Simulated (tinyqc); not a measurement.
# Which input was changed?

Model: X-ray photoelectron analysis of a thin oxide on a semiconductor: attenuation lengths, thickness, angle series and band offsets. Computed by tinyqc, a small Python program. Command: `OMP_NUM_THREADS=1 python tinyqc.py 3110776 3110777 out.jsonl xps which`. One thread of a shared host (Intel(R) Xeon(R) Processor @ 2.30GHz), about 0.05 s of CPU time with the checks.

The same element is seen in the oxide and in the substrate, at nearly the same kinetic energy; films are flat and uniform, and the work function is ignored.

Inputs (values chosen for the exercise, modelled on SiO2 on 4H-SiC):

| quantity | value | unit |
|---|---|---|
| photon energy | 2000 | eV |
| binding energy of the core level | 100.5 | eV |
| oxide density | 2.27 | g/cm^3 |
| oxide formula mass | 60.08 | g/mol |
| valence electrons per oxide formula | 16 | - |
| oxide gap | 8.95 | eV |
| substrate density | 3.21 | g/cm^3 |
| substrate formula mass | 40.1 | g/mol |
| valence electrons per substrate formula | 8 | - |
| substrate gap | 3.26 | eV |
| oxide thickness d | 3.3 | nm |
| emission angle from the normal | 15 | degrees |
| attenuation length over inelastic mean free path | 0.86 | - |
| carbon overlayer | 0.68 | nm |
| counts in the two peaks together | 300000 | - |

Method:
- TPP-2M: lambda = E/(E_p^2 [b ln(c E) - C/E + D/E^2]) in angstrom, E_p = 28.8 sqrt(N_v rho/M), b = -0.10 + 0.944/sqrt(E_p^2 + E_g^2) + 0.069 rho^0.1, c = 0.191/sqrt(rho), U = N_v rho/M, C = 1.97 - 0.91 U, D = 53.4 - 20.8 U, with E = photon energy less binding energy in eV.
- Attenuation length L = factor x lambda.
- R_0 = (rho_o/M_o) L_o/((rho_s/M_s) L_s); peak ratio R = I_ox/I_sub = R_0 [exp(d/(L_o cos theta)) - 1]; hence d = L_o cos theta ln(1 + R/R_0). A carbon layer weakens both peaks alike, by exp(-d_C/(L_o cos theta)) if its L is taken equal to L_o. This R_0 leaves out intrinsic losses from the substrate peak, so calibrated values can be larger.
- With x = d/(L_o cos theta): d ln d/d ln R = (1 - exp(-x))/x = -d ln d/d ln R_0; counting error of R = 1/sqrt(N f (1 - f)), f the oxide share, which times the sensitivity gives that of d; an angle error adds tan(theta) d theta; d is proportional to L_o at fixed R_0. Assumed errors: 5 % in R_0, 1 degree, 5 % in L_o.

Task: One of these inputs alone was changed, within the range given: photon energy (1000 to 3000); oxide density (1.135 to 4.54); oxide gap (4.475 to 17.9); oxide thickness d (1.65 to 6.6). Which one, and to what value?

Results:

| run | counting error of d (%) | L in the oxide (nm) | R_0 |
|---|---|---|---|
| before | 0.2536131 | 4.271861 | 0.6251804 |
| after | 0.2973727 | 4.271861 | 0.6251804 |

Result:

Each candidate set to reproduce counting error of d, and what it then gives:

| candidate | range searched | value needed | L in the oxide (nm) | R_0 |
|---|---|---|---|---|
| photon energy (eV) | 1000 to 3000 | 2983 | 6.0020 | 0.6261 |
| oxide density (g/cm^3) | 1.135 to 4.54 | 1.207 | 5.0653 | 0.3941 |
| oxide gap (eV) | 4.475 to 17.9 | 17.02 | 7.1377 | 1.0446 |
| oxide thickness d (nm) | 1.65 to 6.6 | 2.350 | 4.2719 | 0.6252 |

Only oxide thickness d fits every result: it went from 3.3 to 2.35 nm. The next best candidate, oxide density, misses one result by 37 %.
